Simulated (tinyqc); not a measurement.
Carrier lifetime of an n-type layer with SRH, radiative, Auger and surface recombination: two steps of the calculation.

Uniform excess density dn = dp (no trapping), n = n0 + dn, p = p0 + dn, Boltzmann statistics, full ionisation. Surfaces enter as a rate 2 S dn/d, which holds while diffusion to them is fast.

Values chosen for this exercise; band and dielectric values close to those of 4H silicon carbide:
- T = 300 K (temperature)
- Eg = 3.27 eV (band gap)
- Nc = 1.73e19 cm^-3 (conduction-band density of states at T)
- Nv = 2.54e19 cm^-3 (valence-band density of states at T)
- B = 1.52e-12 cm^3/s (radiative coefficient)
- N = 3.9e14 cm^-3 (donor density)
- Cn = 4.8e-31 cm^6/s (Auger coefficient (two electrons))
- Cp = 2.7e-31 cm^6/s (Auger coefficient (two holes))
- Nt = 1.7e13 cm^-3 (trap density)
- sn = 2e-17 cm^2 (capture cross-section for electrons)
- sp = 2e-16 cm^2 (capture cross-section for holes)
- vth = 1e7 cm/s (thermal velocity (both carriers))
- Et = 1.73 eV (trap level below the conduction band)
- S = 100 cm/s (surface recombination velocity (both faces))
- d = 20 um (sample thickness)

Constants: q = 1.602176634e-19 C, kB = 1.380649e-23 J/K, Vt = kB T/q. Results are converted to the units shown.

Problem 1. Equilibrium densities and SRH constants. ni = sqrt(Nc Nv) exp(-Eg/(2 Vt)), Eg in volts; majority density N/2 + sqrt(N^2/4 + ni^2), n0 p0 = ni^2; n1 = Nc exp(-Et/Vt), p1 = Nv exp((Et - Eg)/Vt); tn0 = 1/(sn vth Nt), tp0 = 1/(sp vth Nt).

Wanted: ni; n0; p0; n1; p1; tn0; tp0.

Solution 1.

ni = 7.1556e-9 cm^-3
n0 = 3.9000e14 cm^-3
p0 = 1.3129e-31 cm^-3
n1 = 1.4974e-10 cm^-3
p1 = 3.4196e-7 cm^-3
tn0 = 2.9412e-4 s
tp0 = 2.9412e-5 s

Problem 2. Lifetime, shares and quasi-Fermi splitting. With e = n p - ni^2 = dn (n0 + p0 + dn): U_SRH = e/(tp0 (n + n1) + tn0 (p + p1)), U_rad = B e, U_Aug = (Cn n + Cp p) e, U_s = 2 S dn/d. tau = dn/U, shares of U, splitting Vt ln(n p/ni^2), radiative efficiency U_rad/U.

converged dn = 1.1822037e13 cm^-3
ni = 7.1556452e-9 cm^-3
n0 = 3.9e14 cm^-3
p0 = 1.3129041e-31 cm^-3
n1 = 1.4973566e-10 cm^-3
p1 = 3.4195768e-7 cm^-3
tn0 = 2.9411765e-4 s
tp0 = 2.9411765e-5 s

Find: tau; shares; quasi-Fermi splitting.

Solution 2.

tau = 7.881e-6 s
shares (%): SRH 20.70, radiative 0.48, Auger 0.00, surface 78.81
quasi-Fermi splitting = 2.617 V

Surface recombination takes the largest share. dn is 0.030 times the doping: low injection.

Computed by the program tinyqc: `OMP_NUM_THREADS=1 python tinyqc.py 2300006 2300007 out.jsonl`, one thread of a shared Intel Xeon 2.30GHz, about 0.01 s for the whole run.
